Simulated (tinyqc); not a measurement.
Temperature and isotope dependence of a band gap in oscillator models: one step. The gap at T. Three cases, with inputs chosen for the exercise.

Task: Give the occupations, the two terms, the gap, ZP and the static gap.

E(T) = E0 - sum_i sl_i th_i n_i(T), n = 1/(exp(th/T) - 1). The same coupling lowers the gap at 0 K by the zero-point term ZP = sum_i sl_i th_i/2, so the gap of the static lattice is E0 + ZP. Thermal expansion is taken as part of the slopes.

Give: n_i; terms; E(T); ZP; static gap.

Case 1.

Values chosen (near those of diamond; shifted at random, so the results belong to these values and not to a real crystal): E0 = 5.515 eV (gap at 0 K); th = (651, 1722) K (temperatures of two oscillators); sl = (0.2363, 0.3697) meV/K (their high-temperature slopes); T = 600 K (temperature).

Result:

n_i: 0.51035  0.06011

terms (meV): 78.508  38.265

E(T) = 5.3982 eV
ZP = 395.23 meV
static gap = 5.9102 eV

The thermal fall, 116.8 meV, is smaller than the zero-point term, 395.2 meV; the soft oscillator supplies 67 % of the fall but 19 % of ZP. A calculation with clamped ions should be compared with the static gap.

Case 2.

Values chosen (near those of InP; shifted at random, so the results belong to these values and not to a real crystal): E0 = 1.43 eV (gap at 0 K); th = (107, 374) K (temperatures of two oscillators); sl = (0.137, 0.266) meV/K (their high-temperature slopes); T = 400 K (temperature).

Result:

n_i: 3.26058  0.64632

terms (meV): 47.797  64.299

E(T) = 1.3179 eV
ZP = 57.07 meV
static gap = 1.4871 eV

The thermal fall, 112.1 meV, is larger than the zero-point term, 57.1 meV; the soft oscillator supplies 43 % of the fall but 13 % of ZP. A calculation with clamped ions should be compared with the static gap.

Case 3.

Values chosen (near those of GaAs; shifted at random, so the results belong to these values and not to a real crystal): E0 = 1.529 eV (gap at 0 K); th = (73, 302) K (temperatures of two oscillators); sl = (0.1672, 0.2848) meV/K (their high-temperature slopes); T = 50 K (temperature).

Result:

n_i: 0.30248  0.00239

terms (meV): 3.692  0.205

E(T) = 1.5251 eV
ZP = 49.11 meV
static gap = 1.5781 eV

The thermal fall, 3.9 meV, is smaller than the zero-point term, 49.1 meV; the soft oscillator supplies 95 % of the fall but 12 % of ZP. A calculation with clamped ions should be compared with the static gap.

Computed by tinyqc, one run a case: `OMP_NUM_THREADS=1 python tinyqc.py N N+1 out.jsonl` with N = 1880524, 1880579, 1880736; one thread of a shared Intel(R) Xeon(R) Processor @ 2.30GHz, about 0.01 s a run at most.
